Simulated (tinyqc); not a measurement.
# Round nanowire with a gate all round, subbands and threshold shift from confinement: two studies

Undoped body with a flat potential across it, hard walls, transport along x. One isotropic valley (g = 1, mx = my = mz = me). Non-parabolicity enters the subband edges through E (1 + al E) = gamma, so E = 2 gamma/(1 + sqrt(1 + 4 al gamma)); motion within a subband is taken as parabolic with the band-edge mass. Energies are counted from the bulk band edge.

Values chosen for this exercise; masses close to those of InAs: temperature T = 77 K; mass at the band edge me = 0.023 m0; non-parabolicity al = 2.6 1/eV; diameter t = 8.1 nm; widening of the box by penetration into the insulator dl = 0 nm; gate capacitance per area of interface Cg = 2.4 uF/cm^2.

Constants: q = 1.602176634e-19 C, kB = 1.380649e-23 J/K, hbar = 1.054571817e-34 J s, m0 = 9.1093837015e-31 kg, Vt = kB T/q, hbar^2/(2 m0) = 0.0380998212 eV nm^2. Results are converted to the units shown.

Each table varies one quantity; the others keep the values above.

## Confinement against the diameter

gamma = C (2 z/(t + dl))^2 (1/my + 1/mz)/2, z the zeros of the Bessel functions J_l (2.404826, 3.831706, 5.135622, 5.520078, ...), twofold for l > 0; the mean inverse mass is an approximation for anisotropic valleys, C = hbar^2/(2 m0). Each subband has N_k = g sqrt(2 mx m0 kB T/(pi hbar^2)); without degeneracy n = exp(EF/Vt) sum N_k exp(-E_k/Vt). Classical value Nc times pi t^2/4, Nc = sum over valleys of 2 g (m m0 kB T/(2 pi hbar^2))^1.5 with m = (mx my mz)^(1/3). Threshold shift dVT = Vt ln(classical value/sum N_k exp(-E_k/Vt)). With degeneracy n = sum N_k F((EF - E_k)/Vt), F(x) = (1/sqrt(pi)) int_0^infinity u^(-1/2) du/(1 + exp(u - x)); gate: Vg = EF + q n/(Cg P), P = pi t, summed over the 60 lowest subbands at most, with Vg counted from the value that would put EF at the bulk band edge of an empty body. The last two columns are for Vg = 0.5 V; sensitivity d(dVT)/dt by central differences between 0.99 and 1.01 times the value.

Result of one run:
```
t (nm)  E_1 (meV)  gap to the next edge (meV)  dVT (mV)  sensitivity (mV/nm)  n/P (cm^-2)  share of the lowest subband (%)
16          115.2                       120.5     96.96               -10.87     1.670e12                            30.80
```

What becomes of these results when the diameter t is changed from 16 to 6.1 nm, all else the same?

Result of the changed run:
```
t (nm)  E_1 (meV)  gap to the next edge (meV)  dVT (mV)  sensitivity (mV/nm)  n/P (cm^-2)  share of the lowest subband (%)
6.1         465.8                       363.0     434.7               -96.50     2.907e11                            100.0
```

The whole series:
```
t (nm)  E_1 (meV)  gap to the next edge (meV)  dVT (mV)  sensitivity (mV/nm)  n/P (cm^-2)  share of the lowest subband (%)
3            1102                       754.0      1061               -417.4    1.560e-28                            100.0
3.8         836.1                       592.7     798.8               -257.7    2.998e-11                            100.0
4.8         630.3                       466.2     596.1               -159.3        702.5                            100.0
6.1         465.8                       363.0     434.7               -96.50     2.907e11                            100.0
7.7         342.1                       283.0     314.1               -58.70     6.841e11                            100.0
9.8         244.1                       216.7     219.4               -34.53     7.625e11                            95.36
12          181.0                       171.5     158.9               -21.75     1.283e12                            49.39
16          115.2                       120.5     96.96               -10.87     1.670e12                            30.80
20          79.41                       89.57     64.14               -6.118     2.014e12                            20.90
```

As t grows from 3 to 20 nm, E_1 falls from 1100 to 79.4 meV and dVT falls from 1060 to 64.1 mV. E_1 goes as t^(-1.17) at the thin end (-2 for a parabolic band without penetration); a thickness error of 0.2 nm moves the threshold by 83 mV in the first row and 1.2 mV in the last. The charge per interface area rises from 1.56e-28 to 2.01e12 cm^-2. For t = 12, 16, 20 the charge in the last two columns would bend the potential across the body by some 30 mV or more, which is left out.

## Charge and subband filling against gate voltage

Same model as above.

Each subband has N_k = g sqrt(2 mx m0 kB T/(pi hbar^2)). Cq = q dn/dEF.

Results:
```
Vg (V)  EF - E_1 (eV)  n (cm^-1)  n/P (cm^-2)  share of the lowest subband (%)  Cq/(Cg P)  total C/(Cg P)
0.17          -0.1492   6.149e-5        24.16                            100.0  2.431e-10       2.431e-10
0.29         -0.02929       4285      1.684e9                            100.0    0.01680         0.01652
0.42          0.06730    1.278e6     5.021e11                            100.0     0.2535          0.2022
0.54           0.1677    2.024e6     7.955e11                            100.0     0.1587          0.1370
0.67           0.2698    3.088e6     1.213e12                            83.20      1.288          0.5630
0.79           0.3311    5.324e6     2.092e12                            53.45     0.6364          0.3889
0.92           0.4169    7.010e6     2.755e12                            45.55     0.4374          0.3043
1.17           0.5607    1.106e7     4.346e12                            33.49     0.9968          0.4992
```

Estimate the missing row, Vg = 1.04 V.

Computed row:
```
Vg (V)  EF - E_1 (eV)  n (cm^-1)  n/P (cm^-2)  share of the lowest subband (%)  Cq/(Cg P)  total C/(Cg P)
1.04           0.5019    8.343e6     3.279e12                            42.00     0.5607          0.3592
```

With this row back in the table: EF passes E_1 = 0.319 eV at Vg = 0.325 V. The share of the lowest subband falls from 100 to 33.5 % and the total capacitance moves up and down between 2.43e-10 and 0.563 of Cg P. Between the last two rows 45 % of the added gate voltage goes into raising EF. For Vg = 0.67, 0.79, 0.92, 1.04, 1.17 the charge would bend the potential across the body by some 30 mV or more, which is left out.

Range of the model: Non-parabolicity also makes carriers heavier within each subband, which is left out, so densities of states are understated at high energy.

Computed by the program tinyqc: `OMP_NUM_THREADS=1 python tinyqc.py 2350101 2350102 out.jsonl`, one thread of a shared Intel Xeon 2.30GHz, about 0.1 s for the whole run.
